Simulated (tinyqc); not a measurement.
One-electron ion in a basis of Gaussians, step by step. One step of it, computed by the program tinyqc.

Problem. Generalised eigenproblem. Solve H C = S C e through S^(-1/2); each column has its largest component positive (the first on a tie).

H = T + V (hartree):
```
,1,2,3,4,5
1,-0.699331,-0.500084,-0.164060,-0.036256,-0.006893
2,-0.500084,-0.787762,-0.557424,-0.249949,-0.064523
3,-0.164060,-0.557424,0.925738,0.698026,-0.177780
4,-0.036256,-0.249949,0.698026,12.039906,8.780517
5,-0.006893,-0.064523,-0.177780,8.780517,65.463639
```

S:
```
,1,2,3,4,5
1,1.000000,0.451753,0.068712,0.006932,0.000623
2,0.451753,1.000000,0.451859,0.068715,0.006933
3,0.068712,0.451859,1.000000,0.451769,0.068704
4,0.006932,0.068715,0.451769,1.000000,0.451807
5,0.000623,0.006933,0.068704,0.451807,1.000000
```

Give: eigenvalues of S; eigenvalues; coefficients.

Solution.

eigenvalues of S: 0.293  0.519  0.909  1.411  1.868

eigenvalues (hartree): -0.877  -0.457  1.721  14.817  77.248

coefficients:
```
,1,2,3,4,5
1,0.447,1.015,0.255,-0.065,0.020
2,0.679,-0.791,-0.734,0.219,-0.068
3,0.084,-0.101,1.141,-0.609,0.196
4,0.004,-0.004,-0.022,1.171,-0.553
5,0.000,0.000,0.007,-0.062,1.138
```

For Z = 4 and l = 2 the exact lowest level is -Z^2/(2 n^2) with n = l + 1: -0.888889 hartree.
